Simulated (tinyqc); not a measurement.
Time-dependent dielectric breakdown: cell percolation, Weibull statistics, area scaling and voltage extrapolation: one step, computed by the program tinyqc.

The oxide is divided into columns of area a^2, each holding m = t_ox/a cells (m is taken as continuous). A share lambda(t) = (t/t_1)^alpha of the cells is defective, and a column whose cells are all defective breaks down.

Task: Fitting the sample. W = ln(-ln(1 - F_i)) with the median ranks F_i. Least squares in W: W = beta ln t - beta ln t63. Maximum likelihood: solve sum t^b ln t/sum t^b - 1/b = mean of ln t for b, then t63 = (mean of t^b)^(1/b).

Weibull plot:
```
i      t (s)        F_i      ln t          W
1    83.9351  0.0673077  4.430044  -2.663843
2   124.1081  0.1634615  4.821153  -1.723263
3   127.4692  0.2596154  4.847874  -1.202023
4   182.7572  0.3557692  5.208158  -0.821667
5   201.0109  0.4519231  5.303359  -0.508595
6   207.5864  0.5480769  5.335548  -0.230365
7   223.3702  0.6442308  5.408831   0.032925
8   320.7911  0.7403846  5.770790   0.299033
9   501.1722  0.8365385  6.216950   0.593977
10  572.1119  0.9326923  6.349335   0.992689
```

Give: slope by least squares; t63 by least squares; slope by maximum likelihood; t63 by maximum likelihood.

Result:

slope by least squares = 1.756

t63 by least squares = 289.2 s

slope by maximum likelihood = 1.779

t63 by maximum likelihood = 288.3 s

Caution: t_1 is an input here; in a real oxide it changes with thickness at fixed voltage.
